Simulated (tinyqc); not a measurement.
Line constants from open and short measurements.

Problem. A uniform line of length len, under a quarter wavelength, has Z_open = Zc coth(gamma len) and Z_short = Zc tanh(gamma len); gamma Zc = r + i w l and gamma/Zc = g + i w c, w = 2 pi f. Find r, l and c.

Inputs (values chosen for the exercise): length len = 2 mm; frequency f = 5.3 GHz.

Zin with the far end open = 0.41146-111.11703i ohm
Zin with the far end shorted = 1.340931+18.219065i ohm

Answer. The product of the two impedances is Zc^2 and their ratio tanh^2(gamma len); the principal branch holds below a quarter wavelength.

r = 0.6050 ohm/mm
l = 0.2600 nH/mm
c = 128.4 pF/m

tinyqc, about 0.01 s, one thread, Intel Xeon 2.30GHz (shared host): `OMP_NUM_THREADS=1 python tinyqc.py 2810205 2810206 out.jsonl`
